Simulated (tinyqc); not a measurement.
Worked calculation: deformation-potential model of the Delta valleys of a conduction band. Values are carried at full precision from step to step, so a last printed digit may differ when a step is redone from the rounded ones.

s11 = (C11 + C12)/((C11 - C12)(C11 + 2 C12)), s12 = -C12/((C11 - C12)(C11 + 2 C12)), s44 = 1/C44; exx = s11 sxx + s12 (syy + szz) and cyclic, exy = s44 sxy/2; tension is positive. A uniaxial stress X along the unit vector n is s_ij = X n_i n_j. Biaxial (001) means sxx = syy = X.

Constants: kB = 8.617333262e-05 eV/K; hbar^2/2m0 = 3.80998211 eV angstrom^2.

Values chosen for the exercise (near those of Si; the results hold for these values, not for the real material): C11 = 167.7 GPa; C12 = 65.5 GPa; C44 = 78.3 GPa; load = biaxial (001) (kind of stress); X = 1.48 GPa (stress); Xd = 1 eV (dilation potential); Xu = 8.81 eV (uniaxial potential); T = 300 K (temperature); ml = 0.932 m0 (longitudinal mass); mt = 0.189 m0 (transverse mass).

## Strain from a biaxial (001) stress

Form the compliances and the strain.

s11, s12, s44 (1/TPa): [7.6391, -2.1456, 12.7714]

strain tensor, rows x, y, z and columns alike:
$$\begin{pmatrix}
0.008130 & 0.000000 & 0.000000 \\
0.000000 & 0.008130 & 0.000000 \\
0.000000 & 0.000000 & -0.006351
\end{pmatrix}$$

## Valley shifts

Valleys with axes along x, y and z, each a pair at +k and -k. Herring-Vogt shift of a valley with unit axis a: dE = Xd tr(e) + Xu a.e.a. Non-degenerate shares n_i = exp(-dE_i/kT)/sum_j exp(-dE_j/kT). Inverse mass tensor of a valley: (1 - a a)/mt + a a/ml; the masses are taken as independent of strain.

Apply the Herring-Vogt formula to each valley.

Xd tr(e) = 9.91 meV

a.e.a: x 0.008130, y 0.008130, z -0.006351

shifts dE (meV): x 81.54, y 81.54, z -46.04

The lowest valley is z, 127.6 meV below the highest; the mean shift over all valleys is (Xd + Xu/3) tr(e) = 39.01 meV.

## Shares of the electrons

Boltzmann factors of the shifts.

kT = 25.852 meV

shares: x 0.0071, y 0.0071, z 0.9858

effective number of valley axes, 1/(largest share) = 1.014

## Conductivity mass tensor

With one scattering time for all valleys the conductivity goes as M = sum_i n_i (inverse mass tensor of valley i); along the unit vector u, 1/m_c = u.M.u. Without stress 1/m_c = (1/ml + 2/mt)/3. Take u along [110].

M (1/m0), rows x, y, z and columns alike:
$$\begin{pmatrix}
5.261 & 0.000 & 0.000 \\
0.000 & 5.261 & 0.000 \\
0.000 & 0.000 & 1.133
\end{pmatrix}$$

m_c along [110] = 0.1901 m0
m_c without stress = 0.2574 m0

The repopulation alone changes the mobility along [110] by +35.4 %; with all electrons in the valleys lightest or heaviest along this direction it would change by +36 or -18 %.

## Effective density of states

Each of the 6 whole valleys has m_d = (ml mt^2)^(1/3) and N = 2 (m_d kT/(4 pi c))^(3/2), c = hbar^2/2m0. Counted from the lowest edge, Nc = N x 2 x sum_i exp(-(dE_i - dE_min)/kT). 1 angstrom^-3 = 1e24 cm^-3.

m_d = 0.3217 m0
N of one valley = 4.579e+18 cm^-3
Nc under stress = 9.289e+18 cm^-3
Nc without stress = 2.747e+19 cm^-3

## Piezoresistance from repopulation

For small stress d(rho)/rho = pi X. For valleys on the cube axes pi11 = -(2/3) Xu (s11 - s12)/kT x (K - 1)/(2K + 1), pi12 = -pi11/2, pi44 = 0, K = ml/mt. For stress along [110]: pi_l = (pi11 + pi12 + pi44)/2 with the current along it and pi_t = (pi11 + pi12 - pi44)/2 with the current along [1-10]. 1/GPa = 100 x 1e-11/Pa.

K = 4.931

pi11, pi12, pi44 (1e-11/Pa): [-80.5, 40.2, 0.0]

pi_l, pi_t for [110] (1e-11/Pa): [-20.1, -20.1]

Only the transfer between valleys is counted; changes of mass and of intervalley scattering add to it in a real crystal.

## Checks

- Conductivity mass at zero stress against 3/(1/ml + 2/mt): both 0.2574009.
- Piezoresistance coefficients by finite differences against the closed form: largest difference 1.2e-08.

Run: tinyqc, `OMP_NUM_THREADS=1 python tinyqc.py 1051031 1051032 out.jsonl`; Intel(R) Xeon(R) Processor @ 2.30GHz, one thread, shared host; about 0.04 s of CPU time with all checks.
